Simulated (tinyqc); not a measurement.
Plasmons of a degenerate electron gas in the random-phase approximation: one step. Scales of the gas. Two cases, with inputs chosen for the exercise.

Task: Also rs = (3/(4 pi n))^(1/3) m/(a0 eb).

Zero temperature, parabolic band: kF = (3 pi^2 n)^(1/3), EF = c kF^2/m, Ep^2 = 8 pi c e2 n/(m eb), qTF^2 = 6 pi e2 n/(eb EF), c = hbar^2/2m0, e2 = e^2/(4 pi eps0), n in 1/angstrom^3 (1e-24 per 1/cm^3).

Constants: hbar^2/2m0 = 3.80998211 eV angstrom^2; e^2/(4 pi eps0) = 14.39964547 eV angstrom; a0 (Bohr radius) = 0.5291772105 angstrom.

Give: kF; EF; Ep; qTF; hbar vF; rs.

Case 1.

Values chosen (out of a larger set: a free-electron density near that of Na; not measured data): n = 2.59e+22 1/cm^3 (electron density); m = 1 m0 (mass); eb = 1 (background dielectric constant).

Result:

kF = 0.91532 1/angstrom
EF = 3.1921 eV
Ep = 5.9760 eV
qTF = 1.4840 1/angstrom
hbar vF = 6.9747 eV angstrom
rs = 3.962

Ep/EF = 1.872. With rs above 1 exchange and correlation, left out here, lower the dispersion noticeably.

Case 2.

Values chosen (out of a larger set: mass and background constant near those of GaN; polar phonons, which mix with the plasmon in the real crystal, and the rise of the mass with filling are left out; not measured data): n = 1.8e+19 1/cm^3 (electron density); m = 0.204 m0 (mass); eb = 5.4 (background dielectric constant).

Result:

kF = 0.081077 1/angstrom
EF = 122.77 meV
Ep = 150.10 meV
qTF = 0.085846 1/angstrom
hbar vF = 3.0285 eV angstrom
rs = 1.690

Ep/EF = 1.223. With rs above 1 exchange and correlation, left out here, lower the dispersion noticeably. Ep lies within a factor 2 of the LO phonon of such a crystal (about 92 meV), so the real modes are coupled plasmon-phonon branches.

Computed by tinyqc, one run a case: `OMP_NUM_THREADS=1 python tinyqc.py N N+1 out.jsonl` with N = 1651202, 1651435; one thread of a shared Intel(R) Xeon(R) Processor @ 2.30GHz, about 0.01 s a run at most.
